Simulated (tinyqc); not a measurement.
Free and trapped electrons in a MOS channel with a dense trap tail: two steps of the calculation.

p-type body, charge-sheet picture, full ionisation (an idealisation for deep acceptors), Boltzmann statistics for free electrons. e = Ec - EF at the surface. Acceptor-like traps of density D(E) = D0 + De exp(-E/Ew) at depth E below Ec, from 0 to Eu, hold n_t = integral of D(E)/(1 + exp((e - E)/Vt)). psi = Eg - Vt ln(Nv/Na) - e; N_dep = sqrt(2 eps0 eps_r Na (psi - Vt)/q); n_f = sqrt(N_dep^2 + 2 eps0 eps_r Vt Nc exp(-e/Vt)/q) - N_dep; Vg = Vfb + psi + q (N_dep + n_t + n_f)/Cox, Cox = eps0 eox/tox.

Inputs (values chosen for the exercise); band and dielectric values close to those of silicon: temperature T = 300 K; band gap Eg = 1.12 eV; relative permittivity eps_r = 11.5; conduction-band density of states at T Nc = 2.84e19 cm^-3; valence-band density of states at T Nv = 2.65e19 cm^-3; relative permittivity of the insulator eox = 3.9; insulator thickness tox = 69 nm; acceptor density Na = 4.1e15 cm^-3; flat-band voltage without trapped charge Vfb = -0.87 V; constant background density of acceptor-like traps D0 = 3.8e10 cm^-2 eV^-1; density of the tail at the conduction edge De = 1.4e13 cm^-2 eV^-1; decay energy of the tail Ew = 0.1 eV; depth below Ec down to which the traps reach Eu = 0.9 eV; mobility of free electrons mf = 160 cm^2/(V s); Ec - EF at the surface e = 0.087 eV.

Constants: q = 1.602176634e-19 C, kB = 1.380649e-23 J/K, Vt = kB T/q, eps0 = 8.8541878128e-14 F/cm where lengths are in cm. Results are converted to the units shown.

Task 1. Trapped charge. Trapezoid rule on 16 equal steps from 0 to Eu, f = 1/(1 + exp((e - E)/Vt)).

Find: E; D(E) f; n_t.

Result 1.

```
point	E (eV)	D(E) f (cm^-2 eV^-1)
0	0	4.688e11
1	0.05625	1.870e12
2	0.1125	3.338e12
3	0.1688	2.521e12
4	0.2250	1.506e12
5	0.2812	8.783e11
6	0.3375	5.170e11
7	0.3937	3.110e11
8	0.4500	1.935e11
9	0.5062	1.266e11
10	0.5625	8.849e10
11	0.6188	6.677e10
12	0.6750	5.439e10
13	0.7312	4.734e10
14	0.7875	4.332e10
15	0.8438	4.103e10
16	0.9000	3.973e10
```

n_t = 6.670e11 cm^-2

Task 2. Charges and gate voltage. psi, N_dep, n_f and Vg as defined, with the n_t given; free share n_f/(n_f + n_t); apparent mobility mf n_f/(n_f + n_t); gate voltage spent on traps q n_t/Cox.

n_t = 6.6701066e11 cm^-2

Find: psi; N_dep; n_f; Vg; free share; apparent mobility; gate voltage spent on traps.

Result 2.

psi = 0.8062 V
N_dep = 2.017e11 cm^-2
n_f = 4.009e11 cm^-2
Vg = 4.001 V
free share = 37.54 %
apparent mobility = 60.07 cm^2/(V s)
gate voltage spent on traps = 2.135 V

tinyqc, about 0.02 s, one thread, Intel Xeon 2.30GHz (shared host): `OMP_NUM_THREADS=1 python tinyqc.py 2222221 2222222 out.jsonl`
